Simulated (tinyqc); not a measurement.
## Potential step from the flux

Problem. On one interval J = (q mu Vt/hx) [nb B(d) - na B(-d)], B(d) = d/(exp(d) - 1), d = (psi_b - psi_a)/Vt. Find psi_b - psi_a, and the step at which J would vanish.

Inputs (values chosen for the exercise): temperature T = 450 K; electron mobility mu = 250 cm^2/(V s); density at the left node na = 2.8e13 cm^-3; density at the right node nb = 4.1e14 cm^-3; node spacing hx = 13 nm.

Constants: q = 1.602176634e-19 C, kB = 1.380649e-23 J/K, Vt = kB T/q. Results are converted to the units shown.

J = 1640.0765 A/cm^2

Answer. B(d) falls and B(-d) rises with d, so J falls steadily with the step and one value matches. J = 0 needs nb/na = exp(d), the Boltzmann ratio.

psi_b - psi_a = -0.1250 V
step for J = 0 = 0.1041 V

Computed by the program tinyqc: `OMP_NUM_THREADS=1 python tinyqc.py 2220152 2220153 out.jsonl`, one thread of a shared Intel Xeon 2.30GHz, about 0.01 s for the whole run.
